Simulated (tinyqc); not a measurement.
# Trapped share and trap depth from dynamic on-resistance

Question. Traps remove the share ft of the electrons in the drain access (length Ld, sheet resistance Rsh before stress), so Ron grows by Rsh Ld ft/(1 - ft). The recovery time goes as T^(-2) exp(q Ea/(kB T)). Find ft and Ea.

Parameters, values chosen for the exercise:
- Ld = 12 um (drain access length)

Constants: q = 1.602176634e-19 C, kB = 1.380649e-23 J/K. Results are converted to the units shown.

Ron before and just after an off-state stress (ohm mm): [3.5685429, 4.2308689]
Rsh = 195.68722 ohm
recovery times at 300 and 410 K (s): [0.23, 0.0019388988]

Answer. The rise of Ron over Rsh Ld is ft/(1 - ft); ln(t T^2) is linear in 1/T.

ft = 0.220
Ea = 0.400 eV

tinyqc, about 0.01 s, one thread, Intel Xeon 2.30GHz (shared host): `OMP_NUM_THREADS=1 python tinyqc.py 2570011 2570012 out.jsonl`
